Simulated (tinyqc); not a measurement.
Haynes-Shockley experiment: what a collector records, against the lifetime.

A sheet injected at x = 0, t = 0 gives at x = L the signal n(t) = N0 exp(-t/tau - (L - v t)^2/(4 D t))/sqrt(4 pi D t), D = mu Vt, v = mu F. Its peak lies at tp = [-D + sqrt(D^2 + u^2 L^2)]/u^2, u^2 = v^2 + 4 D/tau; dt is the full width at half height. Simple readings: mobility L/(F tp), diffusion coefficient (L dt/tp)^2/(16 ln 2 tp). Area v times the integral of n over N0: (v/u) exp(L (v - u)/(2 D)).

Values chosen for this exercise:
- T = 250 K (temperature)
- mu = 3890 cm^2/(V s) (minority-carrier mobility)
- F = 46 V/cm (sweep field along the drift)
- L = 19 um (distance from injector to collector)

Constants: q = 1.602176634e-19 C, kB = 1.380649e-23 J/K, Vt = kB T/q. Results are converted to the units shown.

The same in every row: L/v (us) = 0.01062.

Results:
```
tau (s)	tp (us)	dt (us)	apparent mobility (cm^2/(V s))	apparent D (cm^2/s)	area	exp(-L/(v tau))
1e-9	0.002915	0.002687	1.417e4	94.87	0.002332	2.447e-5
3e-9	0.004462	0.005282	9257	102.2	0.04878	0.02903
7e-9	0.005754	0.008002	7178	109.4	0.1953	0.2194
2e-8	0.007055	0.01128	5855	117.9	0.5037	0.5881
4e-8	0.007603	0.01283	5432	121.9	0.6933	0.7669
2e-7	0.008158	0.01451	5063	126.3	0.9250	0.9483
4e-7	0.008237	0.01476	5014	126.9	0.9615	0.9738
```

Estimate the missing row, tau = 8e-8 s.

Computed row:
```
tau (s)	tp (us)	dt (us)	apparent mobility (cm^2/(V s))	apparent D (cm^2/s)	area	exp(-L/(v tau))
8e-8	0.007935	0.01382	5205	124.5	0.8268	0.8757
```

With this row back in the table: True values: mu = 3890 cm^2/(V s), D = 83.8 cm^2/s. The apparent mobility is 3.64 times the true one in the first row and 29 % above it in the last, and the apparent D 13 % above and 51 % above D. The peak always comes before L/v, since spreading and decay both weigh down the later part of the signal; the shift is 73 % and 22 % in these rows.

Numbers from tinyqc (`OMP_NUM_THREADS=1 python tinyqc.py 2310111 2310112 out.jsonl`; about 0.01 s on one thread of a shared Intel Xeon 2.30GHz).
